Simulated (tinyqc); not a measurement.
Inside a calculation. Method: empirical pseudopotential in a few plane waves. Computed by tinyqc, a small Python program that keeps every step. Settings: plane-wave index or count = 15. Command: `OMP_NUM_THREADS=1 python tinyqc.py 26143 26144 out.jsonl` (the two numbers bound the seeds that draw the settings). One thread of a shared host (Intel(R) Xeon(R) Processor @ 2.60GHz), about 0.2 s of CPU time with the checks.

## Bloch Hamiltonian at G

Parameters chosen for this model: fcc lattice, atoms at +/- a/8 (1,1,1); form factors in rydberg at |G|^2 in units of (2 pi/a)^2:
```
parameter                 value      unit
a                      5.270000  angstrom
VS(3)                 -0.210000        Ry
VS(8)                  0.018000        Ry
VS(11)                 0.084000        Ry
VA(3)                  0.071000        Ry
VA(4)                  0.043000        Ry
VA(11)                 0.014000        Ry
hbar^2/2m (2 pi/a)^2   5.415785        eV
```

k point G (2 pi / a): [0, 0, 0]

Basis: the 15 shortest G (labels in 2 pi/a), the same at every k. H(G,G') = c |k + G|^2 delta + VS(|G-G'|^2) cos((G-G').tau) + i VA sin((G-G').tau), tau = a/8 (1,1,1); 1 Ry = 13.605693 eV.

H(k) at G (eV):
```
                     +0+0+0               -1-1-1               -1-1+1               -1+1-1
+0+0+0             0.000000   2.020342+0.683068i  -2.020342+0.683068i  -2.020342+0.683068i
-1-1-1   2.020342-0.683068i            16.247356   0.000000-0.585045i   0.000000-0.585045i
-1-1+1  -2.020342-0.683068i   0.000000+0.585045i            16.247356             0.244902
-1+1-1  -2.020342-0.683068i   0.000000+0.585045i             0.244902            16.247356
-1+1+1  -2.020342+0.683068i            -0.244902   0.000000+0.585045i   0.000000+0.585045i
+1-1-1  -2.020342-0.683068i   0.000000+0.585045i             0.244902             0.244902
+1-1+1  -2.020342+0.683068i            -0.244902   0.000000+0.585045i             0.000000
+1+1-1  -2.020342+0.683068i            -0.244902             0.000000   0.000000+0.585045i
+1+1+1   2.020342+0.683068i             0.000000            -0.244902            -0.244902
-2+0+0   0.000000-0.585045i  -2.020342+0.683068i  -2.020342-0.683068i  -2.020342-0.683068i
+0-2+0   0.000000-0.585045i  -2.020342+0.683068i  -2.020342-0.683068i   0.808137-0.134689i
+0+0-2   0.000000-0.585045i  -2.020342+0.683068i   0.808137-0.134689i  -2.020342-0.683068i
+0+0+2   0.000000+0.585045i  -0.808137-0.134689i   2.020342+0.683068i  -0.808137+0.134689i
+0+2+0   0.000000+0.585045i  -0.808137-0.134689i  -0.808137+0.134689i   2.020342+0.683068i
+2+0+0   0.000000+0.585045i  -0.808137-0.134689i  -0.808137+0.134689i  -0.808137+0.134689i

                     -1+1+1               +1-1-1               +1-1+1               +1+1-1
+0+0+0  -2.020342-0.683068i  -2.020342+0.683068i  -2.020342-0.683068i  -2.020342-0.683068i
-1-1-1            -0.244902   0.000000-0.585045i            -0.244902            -0.244902
-1-1+1   0.000000-0.585045i             0.244902   0.000000-0.585045i             0.000000
-1+1-1   0.000000-0.585045i             0.244902             0.000000   0.000000-0.585045i
-1+1+1            16.247356             0.000000             0.244902             0.244902
+1-1-1             0.000000            16.247356   0.000000-0.585045i   0.000000-0.585045i
+1-1+1             0.244902   0.000000+0.585045i            16.247356             0.244902
+1+1-1             0.244902   0.000000+0.585045i             0.244902            16.247356
+1+1+1   0.000000+0.585045i            -0.244902   0.000000+0.585045i   0.000000+0.585045i
-2+0+0   2.020342-0.683068i   0.808137-0.134689i  -0.808137-0.134689i  -0.808137-0.134689i
+0-2+0  -0.808137-0.134689i  -2.020342-0.683068i   2.020342-0.683068i  -0.808137-0.134689i
+0+0-2  -0.808137-0.134689i  -2.020342-0.683068i  -0.808137-0.134689i   2.020342-0.683068i
+0+0+2  -2.020342+0.683068i  -0.808137+0.134689i  -2.020342+0.683068i   0.808137+0.134689i
+0+2+0  -2.020342+0.683068i  -0.808137+0.134689i   0.808137+0.134689i  -2.020342+0.683068i
+2+0+0   0.808137+0.134689i   2.020342+0.683068i  -2.020342+0.683068i  -2.020342+0.683068i

                     +1+1+1               -2+0+0               +0-2+0               +0+0-2
+0+0+0   2.020342-0.683068i   0.000000+0.585045i   0.000000+0.585045i   0.000000+0.585045i
-1-1-1             0.000000  -2.020342-0.683068i  -2.020342-0.683068i  -2.020342-0.683068i
-1-1+1            -0.244902  -2.020342+0.683068i  -2.020342+0.683068i   0.808137+0.134689i
-1+1-1            -0.244902  -2.020342+0.683068i   0.808137+0.134689i  -2.020342+0.683068i
-1+1+1   0.000000-0.585045i   2.020342+0.683068i  -0.808137+0.134689i  -0.808137+0.134689i
+1-1-1            -0.244902   0.808137+0.134689i  -2.020342+0.683068i  -2.020342+0.683068i
+1-1+1   0.000000-0.585045i  -0.808137+0.134689i   2.020342+0.683068i  -0.808137+0.134689i
+1+1-1   0.000000-0.585045i  -0.808137+0.134689i  -0.808137+0.134689i   2.020342+0.683068i
+1+1+1            16.247356  -0.808137-0.134689i  -0.808137-0.134689i  -0.808137-0.134689i
-2+0+0  -0.808137+0.134689i            21.663141             0.244902             0.244902
+0-2+0  -0.808137+0.134689i             0.244902            21.663141             0.244902
+0+0-2  -0.808137+0.134689i             0.244902             0.244902            21.663141
+0+0+2  -2.020342-0.683068i            -0.244902            -0.244902             0.000000
+0+2+0  -2.020342-0.683068i            -0.244902             0.000000            -0.244902
+2+0+0  -2.020342-0.683068i             0.000000            -0.244902            -0.244902

                     +0+0+2               +0+2+0               +2+0+0
+0+0+0   0.000000-0.585045i   0.000000-0.585045i   0.000000-0.585045i
-1-1-1  -0.808137+0.134689i  -0.808137+0.134689i  -0.808137+0.134689i
-1-1+1   2.020342-0.683068i  -0.808137-0.134689i  -0.808137-0.134689i
-1+1-1  -0.808137-0.134689i   2.020342-0.683068i  -0.808137-0.134689i
-1+1+1  -2.020342-0.683068i  -2.020342-0.683068i   0.808137-0.134689i
+1-1-1  -0.808137-0.134689i  -0.808137-0.134689i   2.020342-0.683068i
+1-1+1  -2.020342-0.683068i   0.808137-0.134689i  -2.020342-0.683068i
+1+1-1   0.808137-0.134689i  -2.020342-0.683068i  -2.020342-0.683068i
+1+1+1  -2.020342+0.683068i  -2.020342+0.683068i  -2.020342+0.683068i
-2+0+0            -0.244902            -0.244902             0.000000
+0-2+0            -0.244902             0.000000            -0.244902
+0+0-2             0.000000            -0.244902            -0.244902
+0+0+2            21.663141             0.244902             0.244902
+0+2+0             0.244902            21.663141             0.244902
+2+0+0             0.244902             0.244902            21.663141
```

## Levels at G

Diagonalise the Hermitian matrix.

eigenvalues (eV): [-2.345663, 12.201301, 12.201301, 12.201301, 14.351630, 16.265483, 16.265483, 16.265483, 19.322088, 21.173336, 21.173336, 25.201263, 25.201263, 25.201263, 25.278821]

## Bands along a path

The same steps at evenly spaced points between the labelled ones.

Bands along the path (eV), lowest eight:
```
k            band 1     band 2     band 3     band 4     band 5     band 6     band 7     band 8
L          0.030231   4.590681  11.199564  11.199564  13.586190  16.975512  16.975512  19.460449
L-G 0.33  -0.977194   6.269805  11.298562  11.298562  13.831810  17.078886  17.078886  20.001107
L-G 0.67  -1.979818   9.408301  11.807053  11.807053  14.668824  16.919510  16.919510  17.697485
G         -2.345663  12.201301  12.201301  12.201301  14.351630  16.265483  16.265483  16.265483
G-X 0.33  -1.856095   9.568741  11.089403  11.089403  14.531272  16.596611  18.170203  18.170203
G-X 0.67  -0.482601   6.506214   9.867390   9.867390  13.102446  14.281245  21.663990  21.663990
X          0.991533   4.559815   9.562725   9.562725  12.869337  13.028339  25.714273  25.714273
```

With 4 band(s) filled, the highest filled level on these points lies at G and the lowest empty one at X: a gap of 0.6680 eV, indirect. This holds for the small fixed basis; with all plane waves up to |k + G|^2 = 21 (2 pi/a)^2 the gap along the path is 0.82 eV.

## Convergence with the number of plane waves

Levels at G counted from the fourth one.

Levels (eV):
```
plane waves     level 1   level 5   level 8
9            -17.455011  1.170090  1.260260
15           -14.546964  2.150330  4.064182
27           -13.788127  2.585340  4.269953
51           -13.800644  2.632523  4.414827
59           -13.823758  2.630566  4.245040
65           -13.833670  2.630081  4.202443
89           -13.810042  2.625866  4.224707
```
